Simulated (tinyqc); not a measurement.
# Voltage drop against the pad pitch

A grid of 25 by 25 nodes with segments Rx (rows) and Ry (columns); every node draws I1 and the central node kh I1; pads with resistance Rp sit at the nodes whose row and column are multiples of the pitch, counting from 0. The drops u = Vdd - V follow from G u = i, with G the conductance matrix and i the load currents, solved directly.

Parameters, values chosen for the exercise:
- Vdd = 0.8 V (supply voltage)
- Rx = 0.26 ohm (resistance of a horizontal segment)
- Ry = 1.9 ohm (resistance of a vertical segment)
- Rp = 0.099 ohm (resistance from a pad node to the supply)
- kh = 3 (factor on the load at the hot node)
- I1 = 0.5 mA (load current of a node in the large grid)

Results:

| pitch (nodes) | pads | worst drop (mV) | mean drop (mV) | largest drop at a pad (mV) | largest pad current (mA) | worst drop over Vdd (%) |
|---|---|---|---|---|---|---|
| 1 | 625 | 0.1078 | 0.04966 | 0.1078 | 1.089 | 0.01347 |
| 2 | 169 | 0.7507 | 0.4713 | 0.2664 | 2.691 | 0.09383 |
| 3 | 81 | 1.652 | 1.223 | 0.5167 | 5.219 | 0.2066 |
| 4 | 49 | 3.246 | 2.326 | 0.8583 | 8.670 | 0.4057 |
| 8 | 16 | 14.50 | 10.43 | 2.887 | 29.16 | 1.812 |
| 12 | 9 | 30.49 | 24.11 | 6.104 | 61.65 | 3.811 |
| 24 | 4 | 120.7 | 95.45 | 7.759 | 78.38 | 15.08 |

Estimate the missing row, pitch = 6 nodes.

Computed row:

| pitch (nodes) | pads | worst drop (mV) | mean drop (mV) | largest drop at a pad (mV) | largest pad current (mA) | worst drop over Vdd (%) |
|---|---|---|---|---|---|---|
| 6 | 25 | 7.668 | 5.631 | 1.796 | 18.14 | 0.9585 |

With this row back in the table: The worst drop goes from 0.108 to 121 mV while the number of pads falls from 625 to 4; between the last two rows it goes as pitch^(1.98). The largest drop at a pad is 100 % of the worst drop in the first row and 6.43 % in the last; the rest falls along the wires. For pitch = 24 the drop exceeds 15 % of the supply, where loads no longer draw a fixed current.

Numbers from tinyqc (`OMP_NUM_THREADS=1 python tinyqc.py 2770222 2770223 out.jsonl`; about 0.3 s on one thread of a shared Intel Xeon 2.30GHz).
